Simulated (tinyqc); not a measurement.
Vacuum evaporation: vapour pressure, source flux, thickness distribution, purity and step coverage: one step, computed by the program tinyqc.

Molecular flow, unit sticking of the metal, no re-evaporation. The background gas is taken as water vapour (18.015 g/mol, collision diameter 0.37 nm) at 300 K.

Problem. Scattering and purity. Mean free path lambda = k_B T_g/(sqrt2 pi d^2 p); unscattered share exp(-h/lambda); gas arrival p/sqrt(2 pi m_g k_B T_g); impurity ratio = sticking x gas arrival/metal arrival; monolayer time = 1e15 cm^-2/(sticking x gas arrival).

Inputs (values chosen for the exercise, modelled on gold, with constants for the liquid): source temperature T = 1620 K; source-to-wafer distance h = 40 cm; background pressure p = 4e-05 Pa; sticking of background gas = 0.4.

arrival rate at the centre = 1.911484e+14 1/(cm^2 s)

Constants: k_B = 1.380649e-23 J/K; u = 1.6605390666e-27 kg.

Give: mean free path; unscattered share; gas arrival rate; impurity ratio; monolayer time.

Solution.

mean free path = 170.25 m

unscattered share = 0.99765

gas arrival rate = 1.4336e+14 1/(cm^2 s)

impurity ratio = 0.30000

monolayer time = 17.439 s

The gas that sticks amounts to more than a tenth of the metal, although few metal atoms scatter on the way: purity, not the free path, sets the vacuum needed.
